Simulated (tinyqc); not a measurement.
Out-diffusion of a doped substrate or buried layer into a growing epitaxial film: one step, computed by the program tinyqc.

x is counted from the original substrate surface into the film, whose surface moves as x = v t. Substrate dopant has one diffusivity; the dopant of the film is taken as uniform.

Task: Profile in the film. After growth and the later budget: l2 = 2 sqrt(D t + (Dt)2); C(x) = (C_s/2) erfc(x/l2) + share x C_s exp(-x/decay length) for x > 0 (autodoping taken as unchanged by the later budget). The transition x_t solves C(x) = C_e, the metallurgical junction. Positions are 0.05, 0.2, 0.4, 0.6, 0.8, 1, 1.25 and 1.5 of x_t with autodoping (any beyond the film thickness are formal); net doping = |C - C_e|.

Inputs (values chosen for the exercise, modelled on arsenic in silicon):

| quantity | value | unit |
|---|---|---|
| substrate concentration C_s | 4e+19 | 1/cm^3 |
| film doping C_e | 9.4e+14 | 1/cm^3 |
| film thickness d | 0.92 | um |
| growth temperature T | 1025 | C |
| autodoping level at the start, as a share of C_s | 2e-05 | - |
| decay length of autodoping | 0.44 | um |

Film doping: opposite type.

x_t with autodoping = 0.8209278 um

length l2 = 0.2829659 um

Give: Concentrations (1/cm^3).

Result:

Concentrations (1/cm^3):

| x/x_t | x (um) | diffusion | autodoping | net doping |
|---|---|---|---|---|
| 0.05 | 0.041 | 1.675e+19 | 7.287e+14 | 1.675e+19 |
| 0.20 | 0.164 | 8.238e+18 | 5.509e+14 | 8.237e+18 |
| 0.40 | 0.328 | 2.015e+18 | 3.793e+14 | 2.015e+18 |
| 0.60 | 0.493 | 2.766e+17 | 2.612e+14 | 2.759e+17 |
| 0.80 | 0.657 | 2.059e+16 | 1.798e+14 | 1.983e+16 |
| 1.00 | 0.821 | 8.162e+14 | 1.238e+14 | 0 |
| 1.25 | 1.026 | 5.839e+12 | 7.767e+13 | 8.565e+14 |
| 1.50 | 1.231 | 1.508e+10 | 4.872e+13 | 8.913e+14 |

Caution: the transition comes within a diffusion length of the surface, so the surface matters and the simple erfc is rough. Caution: the substrate doping is comparable to or above the intrinsic density at growth temperature, so the diffusivity may be higher on that side.
